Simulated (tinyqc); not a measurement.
Raising U: Hubbard chain of 4 sites, mean field against exact. Computed by the program tinyqc. 

one-body matrix (hopping and site energies) (eV):
```
         1        2        3        4
1   0.0000  -1.6600   0.0000   0.0000
2  -1.6600   0.0000  -1.6600   0.0000
3   0.0000  -1.6600   0.0000  -1.6600
4   0.0000   0.0000  -1.6600   0.0000
```

electrons, up and down: 2  2

Collinear unrestricted mean field (the lowest of 40 random starts) against exact diagonalisation.

Exact and mean-field results (eV):

| U | U/t | E exact | E mean field | mean \|n_up - n_down\| | double occupancy, exact | first gap in the sector |
|---|---|---|---|---|---|---|
| 0.830 | 0.500 | -6.63682 | -6.59375 | 0.000 | 0.224 | 1.822 |
| 1.660 | 1.000 | -5.93511 | -5.76375 | 0.000 | 0.199 | 1.625 |
| 3.320 | 2.000 | -4.77407 | -4.14508 | 0.393 | 0.152 | 1.309 |
| 4.980 | 3.000 | -3.89673 | -3.05771 | 0.697 | 0.114 | 1.074 |
| 6.640 | 4.000 | -3.24222 | -2.38097 | 0.820 | 0.085 | 0.897 |
| 9.960 | 6.000 | -2.37701 | -1.62846 | 0.918 | 0.049 | 0.660 |
| 13.280 | 8.000 | -1.85451 | -1.23184 | 0.953 | 0.031 | 0.516 |
| 19.920 | 12.000 | -1.27499 | -0.82613 | 0.979 | 0.015 | 0.355 |
| 33.200 | 20.000 | -0.77791 | -0.49717 | 0.993 | 0.006 | 0.217 |

In absolute terms mean field is worst at U/t = 4.0, 0.861 eV too high: at small U it is nearly exact, and at large U it misses only exchange-scale energies. Its local moments set in at U/t = 2.0 of those listed, a broken symmetry that the exact state of a finite cluster with equal spins does not have. Relative to the exact energy its error is 0.6 % at the smallest U, 36 % at most and 36 % at the largest. The double occupancy falls from 0.224 to 0.006; at the largest U the first gap is 0.65 times the exchange scale 4t^2/U.
